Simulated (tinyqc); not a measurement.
Thin-film transistor with exponential tail and deep states, accumulation layer: effect of the temperature.

An undoped film in accumulation, thicker than the space-charge layer. With band bending psi the Fermi level lies E0 - psi below the band edge. Free electrons n = n0 exp(psi/Vt) carry the current; electrons in two exponential distributions of traps, a = a0 exp(psi/Va) and d = d0 exp(psi/Vp), do not. Linear regime, ohmic contacts, traps in equilibrium.

Va = kB Tt/q, Vp = kB Td/q; n0 = Nc exp(-E0/Vt), a0 = Nt th(T/Tt) exp(-E0/Va), d0 = Nd th(T/Td) exp(-E0/Vp), th(x) = pi x/sin(pi x). G(psi) = sum over the three kinds of c0 [V (exp(psi/V) - 1) - psi], field F = sqrt(2 q G/(eps0 eps_r)); Vg = psi + eps0 eps_r F/Ci at the surface. Total charge Q = Ci (Vg - psi_s); free charge Qf = q times the integral of n0 (exp(psi/Vt) - 1)/F over psi from 0 to psi_s; I = (W/L) mb Qf Vd; effective mobility mb Qf/Q. Nc, E0 and mb are held fixed.

Inputs (values chosen for the exercise); values close to those of amorphous silicon: relative permittivity of the semiconductor eps_r = 11.8; density of extended states Nc = 4.9e19 cm^-3; band mobility mb = 8.9 cm^2/(V s); total density of tail states Nt = 9.8e19 cm^-3; characteristic temperature of the tail Tt = 320 K; total density of deep states Nd = 4.7e17 cm^-3; characteristic temperature of the deep states Td = 1140 K; bulk Fermi level below the band edge E0 = 0.62 eV; gate capacitance Ci = 20 nF/cm^2; ratio W/L WL = 20; drain voltage Vd = 0.2 V; gate voltage above flat band Vg = 14 V.

Constants: q = 1.602176634e-19 C, kB = 1.380649e-23 J/K, Vt = kB T/q, eps0 = 8.8541878128e-14 F/cm where lengths are in cm. Results are converted to the units shown.

Effect of the temperature:
```
T (K)  E0 - psi_s (eV)  Q (nC/cm^2)  free share (%)  effective mobility (cm^2/(V s))  I (nA)
160            0.08486        269.3          0.4276                          0.03806   41.00
180            0.08869        269.4          0.7713                          0.06864   73.96
200            0.09330        269.5           1.204                           0.1072   115.5
220            0.09887        269.6           1.676                           0.1491   160.8
240             0.1057        269.7           2.105                           0.1874   202.1
260             0.1144        269.9           2.380                           0.2118   228.7
280             0.1264        270.1           2.340                           0.2083   225.0
300             0.1462        270.5           1.731                           0.1541   166.7
```

As T goes from 160 to 300 K, the free share goes from 0.428 through a maximum of 2.38 (at T = 260 K among the rows listed) to 1.73 %, the distance of the Fermi level from the edge rises from 0.0849 to 0.146 eV and the current goes from 41.0 through a maximum of 229 (at T = 260 K among the rows listed) to 167 nA. The apparent activation energy between the first two rows is 0.0732 eV, against E0 - psi_s = 0.0849 eV there. For T = 280 to 300 K T is close to Tt, where the factor th overstates the trapped charge. For T = 220 to 300 K the th form, which assumes a Fermi level far below the edge, overcounts the filled tail at the surface by more than 15 %.

Numbers from tinyqc (`OMP_NUM_THREADS=1 python tinyqc.py 2610043 2610044 out.jsonl`; about 0.02 s on one thread of a shared Intel Xeon 2.30GHz).
